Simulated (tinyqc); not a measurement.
# Polytypes and stacking faults of a tetrahedral semiconductor in an axial Ising model with couplings up to third neighbours, step by step

A worked calculation. Computed by tinyqc, a small Python program that keeps every step. Command: `OMP_NUM_THREADS=1 python tinyqc.py 3016112 3016113 out.jsonl polytype walk`. One thread of a shared host (Intel(R) Xeon(R) Processor @ 2.30GHz), about 0.01 s of CPU time with the checks. Intermediate numbers are printed to about 6 digits and carried at full precision; extremes and crossings named in words are read from the listed rows.

Each double layer has s = +1 or -1 for the sense of its stacking step; E per pair of atoms = E0 - sum_n J_n <s_i s_(i+n)>, n = 1, 2, 3. Hexagonality h = (1 - <s_i s_(i+1)>)/2.

Inputs (values chosen for the exercise, for a model crystal):
```
quantity                                    value      unit
J1                                           2.65  meV/pair
J2                                        -0.0923  meV/pair
J3                                           0.05  meV/pair
basal lattice constant a                     3.82  angstrom
shear modulus G                              31.9       GPa
Poisson ratio nu                             0.27         -
gap of 3C                                    3.72        eV
gap of 4H                                     3.8        eV
binding energy of the fault level E_b       0.073        eV
in-plane mass m                              0.42        m0
effective density of states N_c at 300 K  3.7e+19    1/cm^3
electron density n                        1.3e+19    1/cm^3
temperature T                                 550         K
```

Host polytype: 3C.

Constants: 1 eV/angstrom^2 = 16.02176634 J/m^2; m_0 = 9.1093837015e-31 kg; hbar = 1.054571817e-34 J s; k_B = 1.380649e-23 J/K; k_B = 8.617333262e-05 eV/K.

## Energies of the polytypes

correlations of the repeat units 3C (+), 2H (+-), 4H (++--), 6H (+++---), 15R (+++--), 8H (++++----), 21R (++++---), 9R (++-):
```
        n = 1     n = 2     n = 3
3C    1.00000   1.00000   1.00000
2H   -1.00000   1.00000  -1.00000
4H    0.00000  -1.00000   0.00000
6H    0.33333  -0.33333  -1.00000
15R   0.20000  -0.60000  -0.60000
8H    0.50000   0.00000  -0.50000
21R   0.42857  -0.14286  -0.71429
9R   -0.33333  -0.33333   1.00000
```

E - E(3C) = sum_n J_n (1 - C_n), C_n = <s_i s_(i+n)>. The gap is taken linear in h between 3C (h = 0) and 4H (h = 1/2), a rough rule, with a dash beyond.

Polytypes:
```
polytype        h  E - E(3C) (meV/pair)  gap by the linear rule (eV)
3C        0.00000               0.00000                      3.72000
2H        1.00000               5.40000                            -
4H        0.50000               2.51540                      3.80000
6H        0.33333               1.74360                      3.77333
15R       0.40000               2.05232                      3.78400
8H        0.25000               1.30770                      3.76000
21R       0.28571               1.49451                      3.76571
9R        0.66667               3.41027                            -
```

E(2H) - E(3C) = 5.4 meV/pair

E(4H) - E(3C) = 2.5154 meV/pair

E(6H) - E(3C) = 1.7436 meV/pair

The lowest is 3C, 1.308 meV/pair below 8H. J1/|J2| = 28.71: for J3 = 0 and J2 < 0 the ground state is 2H below -2, 4H between -2 and 2, and 3C above 2; at 2 itself all periods with bands of two or more layers are degenerate.

## Back from three energies to J1, J2, J3

With d2, d4, d6 the energies of 2H, 4H, 6H over 3C: d2 = 2 J1 + 2 J3, d4 = J1 + 2 J2 + J3, d6 = (2/3) J1 + (4/3) J2 + 2 J3, so J2 = (d4 - d2/2)/2, J3 = (3/4)(d6 - (2/3) d4), J1 = d2/2 - J3.

J1 recovered = 2.65 meV/pair

J2 recovered = -0.0923 meV/pair

J3 recovered = 0.05 meV/pair

## Stacking-fault energies

fault coefficients k_n:
```
               J1  J2  J3
intrinsic       4   4   4
extrinsic       4   8   8
twin boundary   2   4   6
```

Faults in 3C: the sequences intrinsic (-), extrinsic (--), twin boundary (+ turns to -) are put between perfect repeats; k_n = (layers x C_n of the host) - sum_i s_i s_(i+n). gamma = sum k_n J_n/A, A = (sqrt 3/2) a^2; 1 meV/angstrom^2 = 16.02177 mJ/m^2.

gamma (mJ/m^2): intrinsic 13.2242, extrinsic 13.0097, twin boundary 6.6316

energy of the glide fault, intrinsic = 13.2242 mJ/m^2

The cheapest is the twin boundary fault.

## Splitting of a basal screw dislocation

Screw line, bounded by the intrinsic fault of energy gamma: b = a, partials b_p = a/sqrt 3; d = G b_p^2 (2 - 3 nu)/(8 pi gamma (1 - nu)). One partial is driven off by the shear stress gamma/b_p along its Burgers vector.

splitting width d = 7.61044 nm

stress to open the fault = 59.9609 MPa

## Electronic energy gained by the fault

The fault binds electrons in a two-dimensional band E_b below the conduction edge, g2 = m m0/(pi hbar^2) for one valley. With the Fermi level held by the bulk, eta = ln[n/N_c(T)], N_c(T) = N_c (T/300)^1.5, the grand potential falls by g2 (k_B T)^2 F1(x), x = eta + E_b/(k_B T), F1(x) = integral from 0 to infinity of ln(1 + exp(x - t)) dt; sheet density g2 k_B T ln(1 + e^x). Band bending by the trapped charge is left out, so the gain is an upper bound. Net fault energy = gamma of the intrinsic fault less the electronic gain.

x = -0.414936

sheet density = 4.21630e+12 1/cm^2

electronic gain = 0.363033 mJ/m^2

net fault energy = 12.8612 mJ/m^2

The gain offsets 2.7 % of the fault energy.

## Gain against electron density

The formulas are those given above.

At T:
```
n (1/cm^3)             x  sheet density (1/cm^2)  gain (mJ/m^2)   gain/gamma  gain/gamma at T + 200 K
1.00e+14    -1.21902e+01             4.22409e+07    3.20760e-06  2.42554e-07              1.87837e-07
1.00e+15    -9.88764e+00             4.22399e+08    3.20756e-05  2.42552e-06              1.87836e-06
1.00e+16    -7.58506e+00             4.22303e+09    3.20719e-04  2.42524e-05              1.87827e-05
1.00e+17    -5.28247e+00             4.21341e+10    3.20354e-03  2.42247e-04              1.87738e-04
1.00e+18    -2.97989e+00             4.12031e+11    3.16776e-02  2.39542e-03              1.86853e-03
5.00e+18    -1.37045e+00             1.88205e+12    1.51204e-01  1.14339e-02              9.15451e-03
2.00e+19     1.58467e-02             5.82993e+12    5.26309e-01  3.97988e-02              3.42004e-02
```

For x well below 0 the gain is k_B T times the sheet density and linear in n; for x well above 0 the well fills and the gain grows only about as x^2. It stays below the fault energy in all rows; 200 K more changes it by a factor 0.77 at 1e16.

Checks made by the program: the recovered constants (relative difference below 1e-10).
